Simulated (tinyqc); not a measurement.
# Thermal RC ladder, step response: two studies

A ladder of 3 nodes: R_i joins node i to node i + 1, the last R to the ambient; C_i is the heat capacity of node i; theta is the rise above ambient, zero at t = 0. d theta/dt = -A theta + b with b = (Pw/C_1, 0, ...), times in ms.

Parameters, values chosen for the exercise: resistances, junction to ambient R = [0.43, 1.3, 1.3] K/W; heat capacities of the nodes C = [0.7, 1.9, 13] mJ/K; power at node 1 from t = 0 Pw = 11 W.

Each table varies one quantity; the others keep the values above.

## Single pulses of growing length

A = C^(-1) K, K_ii = 1/R_(i-1) + 1/R_i (no first term for node 1), K_(i,i+1) = K_(i+1,i) = -1/R_i. The time constants tau_k are the inverse eigenvalues of A; the rise of node 1 per watt is Z(t) = sum_k r_k (1 - exp(-t/tau_k)), with r_k = v_k1^2 tau_k/C_1 and v_k the unit eigenvectors of C^(-1/2) K C^(-1/2).

Single pulses of growing length:
```
t (ms)	Z(t) (K/W)	Z/sum R	t/C_1 (K/W)	rise (K)
0.043	0.05731	0.01892	0.06143	0.6304
0.1	0.1223	0.04038	0.1429	1.346
0.23	0.2372	0.07829	0.3286	2.609
0.54	0.4143	0.1367	0.7714	4.557
1.2	0.6563	0.2166	1.714	7.219
2.9	1.084	0.3576	4.143	11.92
6.7	1.608	0.5305	9.571	17.68
16	2.172	0.7167	22.86	23.89
36	2.701	0.8914	51.43	29.71
84	2.997	0.9890	120.0	32.96
```

Z rises from 0.0573 to 3.00 K/W, against 3.03 K/W in the steady state. In the first row it is 6.7 % below t/C_1, the limit in which only the first heat capacity is charged. It passes half of the steady value at t = 6.7 ms among the rows.

## Pulse trains: peak against mean temperature

For pulses of length tp = 2 ms and period tp/D, the steady peak rise per watt is sum_k r_k (1 - exp(-tp/tau_k))/(1 - exp(-tp/(D tau_k))), and the mean is D sum R.

Results:
```
D	peak (K/W)	mean (K/W)	peak/mean	peak rise (K)
0.01	0.8812	0.03030	29.08	9.693
0.02	0.8826	0.06060	14.56	9.708
0.05	0.9102	0.1515	6.008	10.01
0.1	0.9861	0.3030	3.255	10.85
0.3	1.378	0.9090	1.516	15.16
0.5	1.833	1.515	1.210	20.17
0.8	2.547	2.424	1.051	28.02
```

Estimate the missing row, D = 0.2.

Computed row:
```
D	peak (K/W)	mean (K/W)	peak/mean	peak rise (K)
0.2	1.169	0.6060	1.929	12.86
```

With this row back in the table: The peak rises from 0.881 to 2.55 K/W, while its ratio to the mean falls from 29.1 to 1.05. In the first row the peak is within 0.01 % of that of a single pulse, 0.881 K/W.

Program tinyqc, `OMP_NUM_THREADS=1 python tinyqc.py 2520024 2520025 out.jsonl`; Intel Xeon 2.30GHz, shared host, one thread, about 0.01 s.
